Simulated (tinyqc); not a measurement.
Electron mobility of a polar semiconductor by Rode's iterative solution of the Boltzmann equation: one step, computed by the program tinyqc.

The distribution is f(E) + e F l(E) (-df/dE) cos(theta) for a weak field F, theta counted from the force; l(E) is a mean free path. Elastic processes enter by their momentum rate, polar optical phonons by out- and in-scattering terms. One valley only: where upper valleys lie close, measured mobilities are lower. The density n is prescribed, even where a narrow-gap material would have more intrinsic carriers.

Task: The first two iterations on one ladder of the grid. Iteration: l_new(E) = [v(E) + c+ l(E + hbar w) + c- l(E - hbar w)]/(nu + S_o), from l = 0.

Inputs (values chosen for the exercise, for a model polar semiconductor): temperature T = 200 K.

Band: parabolic. Elastic processes: acoustic, piezoelectric, impurity.

Points j = s/2, s/2 + s, ... (the first seven rungs, or as many as the grid holds), rates in 1e12/s:
```
E (meV),v (m/s),nu,S_o,c+,c-
13.75,102541.1,87.00902,19.65334,8.034420,0.00000
38.75,172140.3,33.65110,53.74487,8.863806,15.41185
63.75,220793.8,20.12222,64.18672,8.908330,27.42839
88.75,260513.9,14.18844,65.29349,8.843448,31.65362
113.75,294932.4,10.93456,64.19258,8.731363,33.18443
138.75,325734.1,8.91534,62.60773,8.598007,33.68981
163.75,353864.9,7.55956,60.98847,8.457795,33.75193
```

Give: l after iteration 1; l after iteration 2 (all rungs but the last shown).

Result:

l after iteration 1 (nm): [0.961, 1.970, 2.619, 3.278, 3.926, 4.554, 5.162]

l after iteration 2 (all rungs but the last shown) (nm): [1.110, 2.405, 3.606, 4.757, 5.903, 7.024]

In-scattering lengthens l on the lowest rung by 15.4 % and on the second by 22.1 % in this step.
